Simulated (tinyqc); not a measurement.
Which coupling does what: hole subbands of a hard-walled well, four-band Luttinger model.

Hole energies are counted downwards from the unstrained band edge, c = hbar^2/2m0. After the usual block transformation one block is H = [[P + Q - Zs, R - i S], [R + i S, P - Q + Zs]] in (heavy, light), with P +/- Q = c [(g1 +/- g2) k^2 + (g1 -/+ 2 g2) kz^2], R = sqrt(3) c gR k^2, S = 2 sqrt(3) c g3 k kz, kz = -i d/dz; axial approximation gR = (g2 + g3)/2. Zs = b (e_par - e_perp) is the shear part of the strain (the hydrostatic part shifts all levels alike and is left out). Basis sqrt(2/L) sin(n pi z/L), n = 1 to N, for each component: kz^2 gives (n pi/L)^2 and the heavy-light block is R delta_nm - 2 sqrt(3) c g3 k D_nm with D_nm = 4 n m/(L (n^2 - m^2)) for n + m odd, 0 otherwise. The other block has the same levels. The split-off band is left out, a severe simplification for a spin-orbit splitting near 0.04 eV.

Constants: hbar^2/2m0 = 3.80998211 eV angstrom^2.

Inputs chosen for the exercise (near those of Si; not measured data): g1 = 4.3 (Luttinger gamma1); g2 = 0.34 (gamma2); g3 = 1.44 (gamma3); L = 170 angstrom (well width along [001]); k = 0.0295 1/angstrom (wave vector in the plane).

shear strain energy Zs = -0.018990 eV

N = 20, at the given k. Diagonal: R = S = 0. Along [100] and [110] gR is g2 and g3 instead of their mean.

Hole energies (meV):
```
model        E1     E2     E3     E4
diagonal   0.62  20.06  39.08  52.46
R alone   -0.05  19.29  39.75  51.43
S alone   -1.04  12.68  33.36  40.75
axial     -1.67  12.13  33.05  41.30
[100]     -1.14  12.60  33.31  40.83
[110]     -2.65  11.28  32.52  42.15
```

The couplings move E1 by -2.29 meV: R alone by -0.67, S alone by -1.66, so S matters more at k L/pi = 1.60 (R grows as k^2 and joins equal n, S as k and joins n of opposite parity). Warping spreads E1 by 1.51 meV between [100] and [110], the hole being heavier along [110]; the axial value lies between them.

(tinyqc, `OMP_NUM_THREADS=1 python tinyqc.py 1250136 1250137 out.jsonl`, Intel(R) Xeon(R) Processor @ 2.30GHz, 1 thread, shared host, about 0.1 s.)
